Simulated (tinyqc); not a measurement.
Hubbard chain of 2 sites, step by step. One step of it, computed by the program tinyqc.

Question. The many-body Hamiltonian. Basis: all placements (u, d, 2, 0 on each site), up operators ordered before down ones; hops carry the sign of the same-spin electrons passed.

one-body matrix (hopping and site energies) (eV):
```
           1          2
1   0.000000  -1.810000
2  -1.810000   0.000000
```

U = 6.000000 eV

electrons, up and down: 1  1

Give: H.

Answer.

H (eV):
```
         20       ud       du       02
20   6.0000  -1.8100  -1.8100   0.0000
ud  -1.8100   0.0000   0.0000  -1.8100
du  -1.8100   0.0000   0.0000  -1.8100
02   0.0000  -1.8100  -1.8100   6.0000
```
